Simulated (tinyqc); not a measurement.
Numerical transform against the formula: Lorentz oscillators and the Kramers-Kronig relations.

eps(E) = 1 + sum_j S_j/(E0_j^2 - E^2 - i G_j E).

Kramers-Kronig: eps1(E) = 1 + (2/pi) P integral_0^infinity E1 eps2(E1)/(E1^2 - E^2) dE1. Maclaurin rule on the grid E_j = j h, j = 1 .. M: eps1(E_i) = 1 + (4 h/pi) sum over j with j - i odd of E_j eps2(E_j)/(E_j^2 - E_i^2); nothing is added above E_M.

Parameters, chosen for this exercise:
- E0 = (5.93, 7.7) eV (resonances)
- G = (1.09, 0.96) eV (widths)
- S = (54.9, 125.7) eV^2 (strengths)
- h = 0.5 eV (grid step)
- M = 40 (grid points E_j = j h)

Every third grid point is listed; the error is the transform minus the formula.

Dielectric function:

| E (eV) | eps2 | eps1 formula | eps1 transform | error |
|---|---|---|---|---|
| 1.00 | 0.087 | 4.761 | 4.765 | 0.004 |
| 2.50 | 0.284 | 5.247 | 5.220 | -0.027 |
| 4.00 | 0.875 | 6.605 | 6.609 | 0.004 |
| 5.50 | 6.238 | 9.680 | 9.461 | -0.219 |
| 7.00 | 7.271 | 6.521 | 7.564 | 1.043 |
| 8.50 | 4.721 | -7.339 | -7.524 | -0.185 |
| 10.00 | 0.828 | -2.749 | -2.743 | 0.006 |
| 11.50 | 0.327 | -1.241 | -1.234 | 0.007 |
| 13.00 | 0.172 | -0.537 | -0.547 | -0.011 |
| 14.50 | 0.104 | -0.137 | -0.136 | 0.000 |
| 16.00 | 0.069 | 0.118 | 0.105 | -0.012 |
| 17.50 | 0.049 | 0.292 | 0.287 | -0.005 |
| 19.00 | 0.036 | 0.417 | 0.398 | -0.019 |

The largest error listed is +1.043 at 7.00 eV. The rule samples every 2h = 1 eV and the narrowest line is 0.96 eV wide, so it is not resolved. The grid ends at 20 eV, where eps2 is still 0.030; the error at the last point listed, nearest the missing tail, is -0.019.

Program tinyqc; command `OMP_NUM_THREADS=1 python tinyqc.py 1682377 1682378 out.jsonl`; about 0.2 s on one thread of a shared Intel(R) Xeon(R) Processor @ 2.30GHz.
